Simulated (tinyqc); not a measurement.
# Changing the saturation polarisation P_s

Model: switching kinetics of a ferroelectric film and the memory window of a ferroelectric gate stack. Computed by tinyqc, a small Python program. Command: `OMP_NUM_THREADS=1 python tinyqc.py 3014539 3014540 out.jsonl feswitch sweep`. One thread of a shared host (Intel(R) Xeon(R) Processor @ 2.30GHz), about 0.02 s of CPU time with the checks.

Fields in MV/cm; 1 microcoulomb/cm^2 over eps_0 is 11.29409 MV/cm. In the stack (metal, ferroelectric, interlayer, channel) the channel is taken as a conductor.

Inputs (values chosen for the exercise, for a model hafnia-based film):
```
quantity                                 value   unit
ratio P_r/P_s                             0.82      -
coercive field E_c                         1.2  MV/cm
permittivity of the ferroelectric eps_F     25      -
thickness t_F                               11     nm
permittivity of the interlayer eps_I       3.9      -
interlayer thickness t_I                  0.72     nm
share s of P screened by trapped charge    0.5      -
pulse height V                             4.3      V
breakdown field of the interlayer           15  MV/cm
```

Method:
- Saturated branches: P(E) = P_s tanh[(E -/+ E_c)/(2 delta)], delta = E_c/ln[(1 + P_r/P_s)/(1 - P_r/P_s)]; D = P + eps_0 eps_F E.
- At threshold the channel charge is negligible, so D = 0 on each branch: (1 - s) P(E) + eps_0 eps_F E = 0, with the screened share s. The rising branch has the root E0 between 0 and E_c; window = 2 E0 t_F; its upper bound is 2 E_c t_F.
- Series stack: V = E_F t_F + E_I t_I and eps_I E_I = eps_F E_F + (1 - s) P/eps_0. Before switching P = -P_r, after it P = +P_s; in retention V = 0 and P = +P_r.

One run for each value; columns: (1) saturation polarisation P_s (microcoulomb/cm^2); (2) memory window (V); (3) E_I after switching (MV/cm); (4) depolarising field over E_c:
```
(1)      (2)     (3)     (4)
2.0   0.6893  19.692  0.0912
3.3   1.0071  21.018  0.1506
5.3   1.3490  23.058  0.2418
8.6   1.6873  26.424  0.3923
14.0  1.9742  31.932  0.6387
37.0  2.3471  55.392  1.6880
```

Give the missing row, saturation polarisation P_s (microcoulomb/cm^2) = 23.0.

Computed row; columns: (1) saturation polarisation P_s (microcoulomb/cm^2); (2) memory window (V); (3) E_I after switching (MV/cm); (4) depolarising field over E_c:
```
(1)      (2)     (3)     (4)
23.0  2.1960  41.112  1.0493
```

Interpolating between the two neighbouring rows (the first column on a logarithmic scale, the others too where they are positive) misses most in E_I after switching (MV/cm), by 2.9 %. Over the rows, memory window (V) rises from 0.689 to 2.35 (exponent d ln y / d ln x 0.76 between the first rows and 0.14 between the last); E_I after switching (MV/cm) rises from 19.7 to 55.4 (exponent d ln y / d ln x 0.13 between the first rows and 0.63 between the last); depolarising field over E_c rises from 0.0912 to 1.69 (exponent d ln y / d ln x about 1.0 throughout).  Left out: 60.0 (the pulse cannot drive the film).

Caution (all rows): the interlayer field exceeds its breakdown field, so charge injection would change the fields. Caution (rows 23.0, 37.0): a depolarising field above E_c switches the film back, so P_r is not held. Caution (rows 37.0): E_F after switching lies below E_c, so switching stalls before P_s and that state is not reached.
